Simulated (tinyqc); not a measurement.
Heterojunction of two tight-binding chains: one step. Wave numbers and velocities. Four cases, with inputs chosen for the exercise.

Task: The left chain has hopping t1 and band bottom 0, the right one t2 and dE. cos(ka) = 1 - (E - bottom)/(2t); dE/dk = 2 t a sin(ka).

Give: ka; dE/dk.

Case 1.

Values chosen (out of a larger set: masses and offset of the size met at Si / SiGe; not measured data): a = 5 angstrom (site spacing); dE = 0.12 eV (band offset); E = 0.28 eV (electron energy).

t1 = 0.739802 eV
t2 = 0.789634 eV

Result:

ka (rad): left 0.62535, right 0.45403

dE/dk (eV angstrom): left 4.3306, right 3.4633

Case 2.

Values chosen (out of a larger set: masses and offset of the size met at InAs / GaSb; not measured data): a = 5 angstrom (site spacing); dE = 0.88 eV (band offset); E = 1.03 eV (electron energy).

t1 = 6.349970 eV
t2 = 3.907674 eV

Result:

ka (rad): left 0.40552, right 0.19624

dE/dk (eV angstrom): left 25.0504, right 7.6192

Case 3.

Values chosen (out of a larger set: masses and offset of the size met at GaAs / AlGaAs; not measured data): a = 5.65 angstrom (site spacing); dE = 0.23 eV (band offset); E = 0.318 eV (electron energy).

t1 = 1.705014 eV
t2 = 1.297293 eV

Result:

ka (rad): left 0.43530, right 0.26119

dE/dk (eV angstrom): left 8.1243, right 3.7855

Case 4.

Values chosen (out of a larger set: masses and offset of the size met at InAs / GaSb; not measured data): a = 2.8 angstrom (site spacing); dE = 0.84 eV (band offset); E = 0.98 eV (electron energy).

t1 = 19.438684 eV
t2 = 11.044707 eV

Result:

ka (rad): left 0.22501, right 0.11265

dE/dk (eV angstrom): left 24.2874, right 6.9525

Computed by tinyqc, one run a case: `OMP_NUM_THREADS=1 python tinyqc.py N N+1 out.jsonl` with N = 1480953, 1481126, 1481473, 1481711; one thread of a shared Intel(R) Xeon(R) Processor @ 2.30GHz, about 0.01 s a run at most.
